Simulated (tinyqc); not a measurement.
Gupta-type many-body potential for a metal. Changing the decay q. Computed by tinyqc, a small Python program. Command: `OMP_NUM_THREADS=1 python tinyqc.py 3025244 3025245 out.jsonl gupta sweep`. One thread of a shared host (Intel(R) Xeon(R) Processor @ 2.30GHz), about 0.03 s of CPU time with the checks.

E_i = sum_j A exp(-p (r_ij/r0 - 1)) - xi rho_i^gamma, with rho_i = sum_j exp(-2 q (r_ij/r0 - 1)); gamma = 1/2 is the tight-binding second-moment form. The crystal is fcc unless stated; d is the neighbour distance and a fixed number of shells is kept.

Inputs (values chosen for the exercise, for a model metal):

| quantity | value | unit |
|---|---|---|
| repulsion A | 0.0366 | eV |
| hopping xi | 0.832 | eV |
| decay p | 17.2 | - |
| reference distance r0 | 2.491 | angstrom |
| shells kept | 3 | - |
| embedding exponent gamma | 0.55 | - |

Surface: (111).

Constants: 1 eV/angstrom^3 = 160.2176634 GPa; 1 eV/angstrom^2 = 16.02176634 J/m^2.

Method:
- fcc shells: d sqrt(k), k = 1..5, with 12, 6, 24, 12, 24 atoms; Omega = d^3/sqrt2.
- Equilibrium: dE/dd = 0; B = d^2 E''(d)/(9 Omega).
- Repulsion and density of one neighbour in each shell, and their sums.
- Each neighbour j of the vacancy loses one repulsive term and one density term: E_v = sum_shells count x {-repulsion - xi [(rho - density)^gamma - rho^gamma]}. (The removed atom returns to a bulk-like site, so its own energy cancels.)
- Second derivatives of E/Omega at equilibrium under homogeneous strain: e_xx = h gives C11; e_xx = -e_yy = h gives 2 (C11 - C12); e_xy = e_yx = h/2 gives C44.
- Cut the crystal without relaxation; an atom in layer l keeps the neighbours that lie below the surface plane. Excess = E_i + E_c. Surface energy = sum of excesses over the layers, divided by the area per surface atom: (sqrt3/2) d^2 for (111), d^2 for (100), sqrt2 d^2 for (110).

One run for each value:

| decay q | ratio E_v/E_c, E_c = xi rho^gamma less the repulsive energy | Cauchy pressure C12 - C44 (GPa) | bulk modulus B (GPa) | surface energy (J/m^2) |
|---|---|---|---|---|
| 1.00 | 0.51575 | 10.600 | 147.30 | 2.3090 |
| 1.05 | 0.51416 | 11.378 | 151.19 | 2.2508 |
| 1.11 | 0.51226 | 12.326 | 155.68 | 2.1843 |
| 1.16 | 0.51070 | 13.129 | 159.30 | 2.1316 |
| 1.22 | 0.50884 | 14.109 | 163.51 | 2.0715 |
| 1.27 | 0.50731 | 14.939 | 166.93 | 2.0240 |
| 1.33 | 0.50548 | 15.953 | 170.96 | 1.9699 |
| 1.38 | 0.50396 | 16.814 | 174.26 | 1.9272 |

Over the rows, ratio E_v/E_c, E_c = xi rho^gamma less the repulsive energy falls from 0.516 to 0.504 (exponent d ln y / d ln x -0.064 between the first rows and -0.081 between the last); Cauchy pressure C12 - C44 (GPa) rises from 10.6 to 16.8 (exponent d ln y / d ln x about 1.4 throughout); bulk modulus B (GPa) rises from 147 to 174 (exponent d ln y / d ln x about 0.52 throughout). A larger q/p makes repulsion and band term cancel more closely, so the many-body part weighs more: vacancies get cheaper relative to E_c and the Cauchy pressure grows.
